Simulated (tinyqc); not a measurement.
Grain-boundary diffusion: Harrison regimes, Fisher and Le Claire analysis, Hart average: one step, computed by the program tinyqc.

A boundary is a slab of width delta with diffusivity D_b, normal to a surface held at constant concentration; it leaks into grains of diffusivity D.

Question. Diffusivities. D = D0 exp(-E/(k_B T)), D_b = D0b exp(-E_b/(k_B T)). Triple product P = s delta D_b.

Inputs (values chosen for the exercise, for a model polycrystal): lattice prefactor D0 = 6.5e-06 m^2/s; lattice activation energy E = 4.63 eV; boundary prefactor D0b = 7.7e-06 m^2/s; boundary activation energy E_b = 2.17 eV; boundary width delta = 0.51 nm; segregation factor s = 1; temperature T = 1800 K.

Constants: k_B = 8.617333262e-05 eV/K.

Give: D; D_b; triple product P.

Answer.

D = 7.071e-19 m^2/s

D_b = 6.468e-12 m^2/s

triple product P = 3.299e-21 m^3/s
